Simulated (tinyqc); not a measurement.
CISD on RHF in the sto-3g basis, for H4, spin multiplicity 1, step by step. Computed by tinyqc, a small Python program that keeps every step (integrals from PySCF). Settings: charge = 0, multiplicity = 1, basis = sto-3g, method = RHF, energy threshold = 1e-10, iteration cap = 60, orthogonalisation = symmetric, start = atomic densities, DIIS depth = 6, ci = CISD, davidson = 1. Command: `OMP_NUM_THREADS=1 python tinyqc.py 27726 27727 out.jsonl` (the two numbers bound the seeds that draw the settings). One thread of a shared host (Intel(R) Xeon(R) Processor @ 2.60GHz), about 0.1 s of CPU time with the checks. The early iterations of the SCF are left out here.

## One-electron integrals

Geometry (angstrom):
```
atom         x         y         z
H     0.000000  0.000000  0.000000
H     0.000000  0.000000  1.008000
H     0.000000  0.000000  1.956000
H     0.000000  0.000000  2.964000
```

Basis sto-3g: exponents (1/bohr^2) and contraction coefficients of normalised primitives:
```
element  l (shell)  exponent  coefficient
H            s (1)  3.425251     0.154329
H            s (1)  0.623914     0.535328
H            s (1)  0.168855     0.444635
```

Overlap, kinetic and nuclear-attraction integrals over the contracted functions; the nuclear repulsion is the sum of Za Zb / Rab.

nuclear repulsion = 2.32777441 hartree

overlap S, lower triangle:
```
          1H 1s     2H 1s     3H 1s     4H 1s
1H 1s  1.000000
2H 1s  0.491784  1.000000
3H 1s  0.128089  0.527623  1.000000
4H 1s  0.019699  0.128089  0.491784  1.000000
```

kinetic energy T (hartree), lower triangle:
```
           1H 1s      2H 1s     3H 1s     4H 1s
1H 1s   0.760032
2H 1s   0.108369   0.760032
3H 1s  -0.009519   0.131749  0.760032
4H 1s  -0.006943  -0.009519  0.108369  0.760032
```

nuclear attraction V (hartree), lower triangle:
```
           1H 1s      2H 1s      3H 1s      4H 1s
1H 1s  -2.184904
2H 1s  -1.072505  -2.543533
3H 1s  -0.270867  -1.246978  -2.543533
4H 1s  -0.039575  -0.270867  -1.072505  -2.184904
```

core Hamiltonian H = T + V (hartree), lower triangle:
```
           1H 1s      2H 1s      3H 1s      4H 1s
1H 1s  -1.424872
2H 1s  -0.964135  -1.783501
3H 1s  -0.280386  -1.115229  -1.783501
4H 1s  -0.046518  -0.280386  -0.964135  -1.424872
```

## Two-electron integrals

Functions are numbered as in S; the eight-fold symmetry (ij|kl) = (ji|kl) = (kl|ij) leaves the list below.

Two-electron integrals (ij|kl) in chemists' order, unique and non-zero (hartree):
```
(11|11) 0.774606   (21|11) 0.305627   (21|21) 0.154578   (22|11) 0.475443
(22|21) 0.305627   (22|22) 0.774606   (31|11) 0.060698   (31|21) 0.033852
(31|22) 0.076346   (31|31) 0.008521   (32|11) 0.186138   (32|21) 0.122895
(32|22) 0.333996   (32|31) 0.036248   (32|32) 0.180644   (33|11) 0.269465
(33|21) 0.176838   (33|22) 0.495304   (33|31) 0.060698   (33|32) 0.333996
(33|33) 0.774606   (41|11) 0.007130   (41|21) 0.004259   (41|22) 0.010307
(41|31) 0.001180   (41|32) 0.005457   (41|33) 0.010307   (41|41) 0.000180
(42|11) 0.035292   (42|21) 0.022695   (42|22) 0.060698   (42|31) 0.007082
(42|32) 0.036248   (42|33) 0.076346   (42|41) 0.001180   (42|42) 0.008521
(43|11) 0.106574   (43|21) 0.066530   (43|22) 0.176838   (43|31) 0.022695
(43|32) 0.122895   (43|33) 0.305627   (43|41) 0.004259   (43|42) 0.033852
(43|43) 0.154578   (44|11) 0.178523   (44|21) 0.106574   (44|22) 0.269465
(44|31) 0.035292   (44|32) 0.186138   (44|33) 0.475443   (44|41) 0.007130
(44|42) 0.060698   (44|43) 0.305627   (44|44) 0.774606
```

## Orthogonalisation

S = U s U^T; symmetric (Loewdin) form X = U s^(-1/2) U^T, so that X^T S X = 1.

eigenvalues of S: 0.282751  0.603782  1.169927  1.943540

X, lower triangle:
```
           1H 1s      2H 1s      3H 1s     4H 1s
1H 1s   1.119494
2H 1s  -0.327750   1.285199
3H 1s   0.064191  -0.391055   1.285199
4H 1s  -0.009389   0.064191  -0.327750  1.119494
```

## Iteration 10 (converged): orbitals

converged F (hartree), lower triangle:
```
           1H 1s      2H 1s      3H 1s      4H 1s
1H 1s  -0.246098
2H 1s  -0.475699  -0.371557
3H 1s  -0.168374  -0.438095  -0.371557
4H 1s  -0.002724  -0.168374  -0.475699  -0.246098
```

Diagonalise F' = X^T F X, C = X C', fill 2 alpha and 2 beta electrons from the bottom; D = 2 C_occ C_occ^T. Each column has its largest component positive (the first on a tie).

F' = X^T F X (hartree), lower triangle:
```
           1          2          3          4
1  -0.006981
2  -0.492617   0.096180
3   0.072177  -0.457213   0.096180
4   0.020991   0.072177  -0.492617  -0.006981
```

orbital energies (hartree): MO1 -0.633874, MO2 -0.372497, MO3 0.286852, MO4 0.897918

coefficients C:
```
            MO1        MO2        MO3        MO4
1H 1s  0.270975   0.537135   0.759914  -0.652290
2H 1s  0.428917   0.380653  -0.500509   1.156212
3H 1s  0.428917  -0.380653  -0.500509  -1.156212
4H 1s  0.270975  -0.537135   0.759914   0.652290
```

D after iteration 10, lower triangle:
```
           1H 1s      2H 1s     3H 1s     4H 1s
1H 1s   0.723883
2H 1s   0.641375   0.657732
3H 1s  -0.176473   0.078145  0.657732
4H 1s  -0.430173  -0.176473  0.641375  0.723883
```

## Convergence

Stop when the energy changes by less than 1e-10 hartree and every element of the error matrix X^T (F D S - S D F) X is below 3e-06.

Course of the cycle:
```
iteration  E (hartree)     change  largest element of the error matrix
1          -1.57647856          -                             5.95e-02
2          -2.08440027  -5.08e-01                             4.79e-02
3          -2.08686691  -2.47e-03                             2.87e-02
4          -2.08792708  -1.06e-03                             8.17e-03
5          -2.08802144  -9.44e-05                             2.00e-03
6          -2.08802600  -4.56e-06                             9.70e-04
7          -2.08802681  -8.13e-07                             6.31e-04
8          -2.08802741  -5.94e-07                             9.06e-06
9          -2.08802741  -1.09e-10                             5.80e-07
10         -2.08802741  -4.37e-13                             1.63e-07
```

PySCF RHF in the same basis = -2.08802741 hartree

Converged in 10 iterations.

## Integrals over molecular orbitals

(pq|rs) = sum C_ip C_jq C_kr C_ls (ij|kl), one index at a time.

one-electron integrals over orbitals h = C^T H C (hartree), lower triangle:
```
           1          2          3          4
1  -1.861218
2   0.000000  -1.548213
3   0.164907   0.000000  -1.258299
4   0.000000  -0.132100   0.000000  -0.896964
```

Two-electron integrals over orbitals (pq|rs), unique and non-zero (hartree):
```
(11|11) 0.507161    (21|21) 0.151144    (22|11) 0.435663    (22|22) 0.455534
(31|11) -0.086636   (31|22) 0.011442    (31|31) 0.107100    (32|21) 0.101154
(32|32) 0.143427    (33|11) 0.447503    (33|22) 0.450337    (33|31) -0.005993
(33|33) 0.470004    (41|21) 0.045742    (41|32) -0.048582   (41|41) 0.098819
(42|11) 0.087897    (42|22) 0.002047    (42|31) -0.096793   (42|33) 0.001086
(42|42) 0.102932    (43|21) -0.144377   (43|32) -0.102444   (43|41) -0.043701
(43|43) 0.156181    (44|11) 0.533660    (44|22) 0.464656    (44|31) -0.090901
(44|33) 0.481947    (44|42) 0.097615    (44|44) 0.594015
```

## CISD: determinants and Hamiltonian

Hartree-Fock energy = -2.08802741 hartree

Slater-Condon rules over spin orbitals, with the nuclear repulsion added and E(HF) subtracted on the diagonal. Only determinants linked to the reference directly or through others are kept (one block of an abelian symmetry group), so some states are absent.

Occupation strings over the orbitals (2 doubly, a alpha, b beta, 0 empty; spin orbitals ordered 1a 1b 2a 2b ...): 2200 2a0b a2b0 2b0a b2a0 aabb 2020 abab 2002 abba baab 0220 baba 0202 bbaa

H - E(HF) between determinants (hartree), lower triangle:
```
           2200       2a0b       a2b0       2b0a       b2a0       aabb       2020       abab
2200   0.000000
2a0b   0.000000   0.908690
a2b0   0.000000   0.047584   0.580324
2b0a   0.000000  -0.102932   0.096793   0.908690
b2a0   0.000000   0.096793  -0.107100   0.047584   0.580324
aabb   0.048211  -0.042513  -0.061374   0.000000   0.000000   1.357548
2020   0.143427  -0.102444  -0.101154   0.102444   0.101154  -0.048582   0.729745
abab   0.048582   0.101154   0.102444  -0.043701  -0.045742  -0.143427  -0.095795   1.454842
2002   0.102932   0.095568   0.000000  -0.095568   0.000000   0.096793   0.156181  -0.144377
abba  -0.096793   0.000000  -0.086811   0.102343   0.000000  -0.102932   0.144377  -0.156181
baab  -0.096793  -0.102343   0.000000   0.000000   0.086811  -0.107100   0.144377  -0.151144
0220   0.107100   0.000000   0.080643   0.000000  -0.080643   0.096793   0.151144  -0.144377
baba   0.048582   0.043701   0.045742  -0.101154  -0.102444  -0.098819  -0.095795   0.000000
0202   0.098819  -0.045742  -0.043701   0.045742   0.043701  -0.048582   0.000000  -0.095795
bbaa   0.048211   0.000000   0.000000   0.042513   0.061374   0.000000  -0.048582  -0.098819

           2002       abba       baab       0220       baba       0202      bbaa
2002   1.937617
abba   0.047584   1.422627
baab   0.047584   0.000000   1.422627
0220   0.000000   0.047584   0.047584   1.242807
baba  -0.144377  -0.151144  -0.156181  -0.144377   1.454842
0202   0.151144   0.144377   0.144377   0.156181  -0.095795   2.227759
bbaa   0.096793  -0.107100  -0.102932   0.096793  -0.143427  -0.048582  1.357548
```

## CISD: roots

Diagonalise (each vector has its largest component positive (the first on a tie)); all determinants have Ms = 0, so triplets appear too. The lowest singlet root is the correlation energy. The Davidson correction is (1 - c0^2) E_corr, c0 the coefficient of the reference.

lowest roots of this matrix, relative to E(HF) (hartree): -0.068165  0.403069  0.440528  0.780869  0.837343  0.905270  0.990578  1.194207

lowest vectors:
```
         root 1     root 2     root 3     root 4
2200   0.966720   0.000000   0.118821   0.151770
2a0b  -0.006610  -0.249577   0.198475   0.105754
a2b0  -0.009238   0.655681   0.454922  -0.492747
2b0a   0.006610  -0.249577  -0.198475  -0.105754
b2a0   0.009238   0.655681  -0.454922   0.492747
aabb  -0.031698   0.029755   0.088759   0.012729
2020  -0.201288   0.000000   0.604934   0.643073
abab  -0.043964  -0.020067  -0.078087   0.102381
2002  -0.036373   0.000000  -0.128480  -0.086540
abba   0.075662   0.080660  -0.010672  -0.115110
baab   0.075662  -0.080660  -0.010672  -0.115110
0220  -0.059132   0.000000  -0.281111   0.004603
baba  -0.043964   0.020067  -0.078087   0.102381
0202  -0.050333   0.000000   0.059447   0.012483
bbaa  -0.031698  -0.029755   0.088759   0.012729
```

<S^2> of these roots: 0.000000  2.000000  0.000000  0.000000  2.000000  6.000000  0.000000  0.000000

weight of the ground state by excitation level 0, 1, 2, ...: 0.934547  0.000258  0.065195

Davidson correction = -0.00446158 hartree

## The lowest root by the Davidson method

Start from the reference; add the residual divided by (theta - H_ii), orthogonalised, at each step.

Davidson iterations:
```
iteration  subspace  lowest Ritz value (hartree)  residual norm
1                 1                            0       2.84e-01
2                 2                  -0.06570365       6.64e-02
3                 3                  -0.06794244       1.63e-02
4                 4                  -0.06813692       4.90e-03
5                 5                  -0.06816435       8.36e-04
6                 6                  -0.06816480       4.81e-05
7                 7                  -0.06816480       9.76e-06
8                 8                  -0.06816480       1.69e-06
9                 9                  -0.06816480       1.14e-07
10               10                  -0.06816480       4.32e-16
```
